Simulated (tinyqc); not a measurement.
Inside a calculation: shallow acceptor in the spherical four-band model. Values are carried at full precision from step to step, so a last printed digit may differ when a step is redone from the rounded ones.

Units Ry* = Ry/(g1 eps^2) and a* = a0 eps g1; mu = (6 g3 + 4 g2)/(5 g1) is the spherical heavy-light coupling and delta = (g3 - g2)/g1 the cubic term, which is left out.

Constants: Ry = 13.60569312 eV; a0 (Bohr radius) = 0.5291772105 angstrom.

Parameters, chosen for this exercise (near those of a shallow acceptor in AlAs; shifted at random, so the results belong to these values and not to a real crystal): g1 = 3.76 (Luttinger gamma1); g2 = 0.82 (gamma2); g3 = 1.42 (gamma3); eps = 10 (dielectric constant); al = (0.259, 1.55, 9.32) 1/a*^2 (exponents a_i, the same for f and g); Dso = 0.281 eV (spin-orbit splitting).

## Units and couplings

Give Ry*, a*, mu, delta and the spherical masses 1/(g1 (1 -/+ mu)).

Ry* = 36.185 meV
a* = 19.90 angstrom
mu = 0.62766
delta = 0.1596

heavy and light mass (m0): [0.7143, 0.1634]

A hydrogen model with the heavy mass would bind by Ry*/(1 - mu) = 97.2 meV and with the light mass by 22.2 meV. delta/mu = 0.25: the cubic term is a modest correction.

## Matrices in a small basis

The ground state 1S3/2 has an L = 0 part f(r) and an L = 2 part g(r). In units of Ry* and a*, with Gaussians f_i = exp(-a_i r^2), g_i = r^2 exp(-a_i r^2), A = a_i + a_j and I(n) = Gamma((n + 1)/2)/(2 A^((n + 1)/2)): S_ff = I(2), S_gg = I(6), H_ff = (6 a_i a_j/A) I(2) - 2 I(1), H_gg = (14 a_i a_j/A) I(6) - 2 I(5), H_fg = -mu [15 I(2) - 20 a_j I(4) + 4 a_j^2 I(6)]; each function is then normalised. The split-off band is left out.

Form S and H.

S, rows f1, f2, f3, g1, g2, g3 and columns alike:
```
[[1.0000, 0.5863, 0.1848, 0, 0, 0],
 [0.5863, 1.0000, 0.5848, 0, 0, 0],
 [0.1848, 0.5848, 1.0000, 0, 0, 0],
 [0, 0, 0, 1.0000, 0.2877, 0.0194],
 [0, 0, 0, 0.2877, 1.0000, 0.2860],
 [0, 0, 0, 0.0194, 0.2860, 1.0000]]
```

H (Ry*), rows f1, f2, f3, g1, g2, g3 and columns alike:
```
[[-0.8472, -0.9989, -1.0111, -0.6296, -0.1811, -0.0122],
 [-0.9989, 0.6766, 0.3119, -1.0840, -3.7679, -1.0776],
 [-1.0111, 0.3119, 18.2167, -0.4405, -6.4796, -22.6561],
 [-0.6296, -1.0840, -0.4405, 0.9467, 0.4281, -0.0038],
 [-0.1811, -3.7679, -6.4796, 0.4281, 8.7308, 4.1863],
 [-0.0122, -1.0776, -22.6561, -0.0038, 4.1863, 60.0436]]
```

## Ground state in the small basis

Solve H u = E S u for the lowest level of the acceptor; the first half of the basis is L = 0 and the second L = 2. Give E, E without the f-g block, and the L = 2 weight u_g S_gg u_g with u S u = 1.

E = -1.526 Ry*
E without coupling = -0.977 Ry*
L = 2 weight = 0.161

Without the coupling the exact value is -1, which this basis, tuned to the compact coupled state, misses by 0.023. The coupling to L = 2 takes the level to 1.53 times that exact value.

## Converged result

Converged values use 22 exponents 2.2^i, i = -7 to 14, for f and for g.
Ground and next level of the same symmetry, L = 2 weight and mean radius.

1S3/2 and 2S3/2 (Ry*): [-1.581, -0.452]

binding energies (meV): [57.2, 16.4]

L = 2 weight = 0.177
<r> = 20.1 angstrom

The small basis reaches 97 % of the binding. The ratio 1S/2S is 3.50 (4 for hydrogen). The binding is 0.20 of Dso, so leaving out the split-off band is safe.

## Checks

- Level at mu = 0 against -1 Ry*: both -1.0000.
- Ground level from a second, denser basis, Ry*: both -1.581.

tinyqc: `OMP_NUM_THREADS=1 python tinyqc.py 1251748 1251749 out.jsonl`; about 0.03 s, one thread, shared Intel(R) Xeon(R) Processor @ 2.30GHz.
